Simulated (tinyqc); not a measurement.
Koster-Slater impurity in a tight-binding band, by Green functions and by supercells: one step, computed by the program tinyqc. Command: `OMP_NUM_THREADS=1 python tinyqc.py 3004324 3004325 out.jsonl kosterslater walk`. One thread of a shared host (Intel(R) Xeon(R) Processor @ 2.30GHz), about 0.03 s of CPU time with the checks.

One orbital per site, e(k) = -2 t sum cos(k_i) over 2 direction(s), band from -4 t to 4 t, lattice constant 1. One site has the extra energy U. Spin is left out.

Problem. Scattering. T = U/(1 - U G0); phase shift delta = -arg(1 - U G0) in (-pi, pi]; host density of states -Im G0/pi; on the impurity -Im[G0/(1 - U G0)]/pi; lifetime of a band state hbar/(-2 c Im T).

Inputs (values chosen for the exercise, for a model band): impurity potential U = -5.17 eV; impurity concentration c = 0.001 per site.

Lattice: square.

G0(E + i eta) = 0.1966196-0.5145883i 1/eV

Constants: hbar = 6.582119569e-16 eV s.

Give: T matrix; phase shift delta; host density of states; density of states on the impurity; scattering lifetime.

Solution.

T matrix = -0.936-1.234i eV

phase shift delta = 0.9222 rad

host density of states = 0.1638 1/eV

density of states on the impurity = 0.01470 1/eV

scattering lifetime = 266.7 fs

The Born approximation would take Im T = U^2 Im G0 = -13.8 eV, 11.1 times the full value.
